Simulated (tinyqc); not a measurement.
From results back to parameters: pi bands of a honeycomb layer in tight binding. Five cases, with inputs chosen for the exercise.

Problem. With nearest hopping t, overlap s0 of neighbours and w the size of the sum of the three phase factors, the levels are -t w/(1 + s0 w) and t w/(1 - s0 w). The levels at Gamma (w = 3) come from hidden t and s0.

Find: t, s0; difference at M (w = 1).

Method. The reciprocals of the sizes add to 2/(3t) and differ by 2 s0/t.

Case 1.

levels at Gamma (eV): lower -6.98984, upper 12.39945

Solution.

t, s0: 2.980  0.093

difference at M (w = 1) = 6.012 eV

Case 2.

levels at Gamma (eV): lower -5.73818, upper 12.62400

Solution.

t, s0: 2.630  0.125

difference at M (w = 1) = 5.343 eV

Case 3.

levels at Gamma (eV): lower -6.36505, upper 11.36490

Solution.

t, s0: 2.720  0.094

difference at M (w = 1) = 5.488 eV

Case 4.

levels at Gamma (eV): lower -7.73790, upper 11.55860

Solution.

t, s0: 3.090  0.066

difference at M (w = 1) = 6.207 eV

Case 5.

levels at Gamma (eV): lower -5.98993, upper 8.83663

Solution.

t, s0: 2.380  0.064

difference at M (w = 1) = 4.780 eV

Computed by tinyqc, one run a case: `OMP_NUM_THREADS=1 python tinyqc.py N N+1 out.jsonl` with N = 1451391, 1451647, 1451669, 1451943, 1452098; one thread of a shared Intel(R) Xeon(R) Processor @ 2.30GHz, about 0.01 s a run at most.
